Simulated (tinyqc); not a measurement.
# Ionisation ratio from the excess noise

Inverse problem. In the local model of an avalanche photodiode F = k M + (1 - k)(2 - 1/M), k the ratio of the ionisation coefficient of the other carrier to that of the injected one. Find k and F at twice the gain.

M = 33
excess noise factor F = 8.4860606

Answer. F is linear in k: k = (F - 2 + 1/M)/(M - 2 + 1/M).

k = 0.2100
F at 2 M = 15.43

Numbers from tinyqc (`OMP_NUM_THREADS=1 python tinyqc.py 2120067 2120068 out.jsonl`; about 0.07 s on one thread of a shared Intel Xeon 2.30GHz).
